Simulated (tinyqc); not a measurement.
Inside a calculation. Model: permeation of metal atoms or ions through a thin barrier or dielectric: time lag, field-aided drift and lifetime. Computed by tinyqc, a small Python program that keeps every step. Command: `OMP_NUM_THREADS=1 python tinyqc.py 3002248 3002249 out.jsonl barrier walk`. One thread of a shared host (Intel(R) Xeon(R) Processor @ 2.30GHz), about 0.01 s of CPU time with the checks. Intermediate numbers are printed to about 5 digits and carried at full precision; extremes and crossings named in words are read from the listed rows.

The film 0 < x < d is empty at first; C = C0 at x = 0 and C = 0 at x = d. dC/dt = D d2C/dx2.

Inputs (values chosen for the exercise, for a model case: neutral metal atoms through a barrier):

| quantity | value | unit |
|---|---|---|
| thickness d | 8.9 | nm |
| prefactor D0 | 20 | cm^2/s |
| activation energy E | 1.34 | eV |
| concentration at the source side C0 | 1.2e+19 | 1/cm^3 |
| charge number z | 0 | - |
| voltage V (positive drives ions across) | 0 | V |
| critical dose Q_c | 1e+12 | 1/cm^2 |
| test temperature T | 125 | C |
| use temperature T_u | 100 | C |
| time in units of d^2/D, s | 0.63 | - |

Constants: k_B = 8.617333262e-05 eV/K.

## Scales

D = D0 exp(-E/(k_B T)); time scale d^2/D; Peclet number P = z V/(k_B T), k_B T in eV; 1 nm = 1e-7 cm. Temperatures in kelvin are T(C) + 273.15.

diffusivity D = 2.1844e-16 cm^2/s

time scale d^2/D = 3626.2 s

Peclet number P = 0

Caution: a prefactor D0 above about 10 cm^2/s is far larger than atomic jumps allow; it only sets the time scale of the exercise.

## Steady flux and time lag

Steady flux J = (D C0/d) P/(1 - exp(-P)); time lag in units of d^2/D: s_L = [P (1 + exp(-P))/(1 - exp(-P)) - 2]/P^2 (P = 0: J = D C0/d, s_L = 1/6).

flux relative to D C0/d = 1

steady flux J = 2.9452e+09 1/(cm^2 s)

time lag s_L = 0.16667

time lag = 604.37 s

## Dose at time s

Dose through the film Q(s) = C0 d {f (s - s_L) - 2 exp(P/2) sum_(n=1..200) (-1)^n n^2 pi^2 exp(-l_n s)/l_n^2}, l_n = n^2 pi^2 + P^2/4, f = P/(1 - exp(-P)) the relative flux.

Q/(C0 d) = 0.46374

dose Q = 4.9527e+12 1/cm^2

time = 2284.5 s

## Time to the critical dose

Solve Q = Q_c for s. At the use temperature D and P take T_u, with the same C0 and V; 1 year = 3.15576e7 s.

s at the critical dose = 0.24164

failure time at T = 876.24 s

failure time at T_u = 3.8011e-04 years

Failure comes within a few time lags. Caution: grain boundaries, pinholes, trapping and space charge are left out; thin real barriers usually fail at defects.

## Approach to the steady line

Short-time form for P = 0: Q/(C0 d) = 4 sqrt(s) ierfc(1/(2 sqrt(s))), ierfc(y) = exp(-y^2)/sqrt(pi) - y erfc(y).

Q/(C0 d):

| s | series | steady line f (s - s_L) | short-time form, no field |
|---|---|---|---|
| 0.03 | 4.8419e-06 | -0.1367 | 4.8419e-06 |
| 0.05 | 2.6934e-04 | -0.1167 | 2.6934e-04 |
| 0.08 | 3.2066e-03 | -0.0867 | 3.2066e-03 |
| 0.12 | 1.4887e-02 | -0.0467 | 1.4887e-02 |
| 0.20 | 6.1464e-02 | 0.0333 | 6.1463e-02 |
| 0.30 | 1.4382e-01 | 0.1333 | 1.4379e-01 |
| 0.50 | 3.3479e-01 | 0.3333 | 3.3326e-01 |
| 0.80 | 6.3341e-01 | 0.6333 | 6.1838e-01 |
| 1.20 | 1.0333e+00 | 1.0333 | 9.7002e-01 |

The dose lies above the steady line at all times and, among these rows, is within 1 % of it from s = 0.5 on (the lag is s_L = 0.167); for a known P the intercept of that line gives D and its slope D C0. Among these rows the short-time form holds to 1 % up to s = 0.5.

Checks made by the program: series against a 300-cell finite-difference solution (relative difference 4e-06).
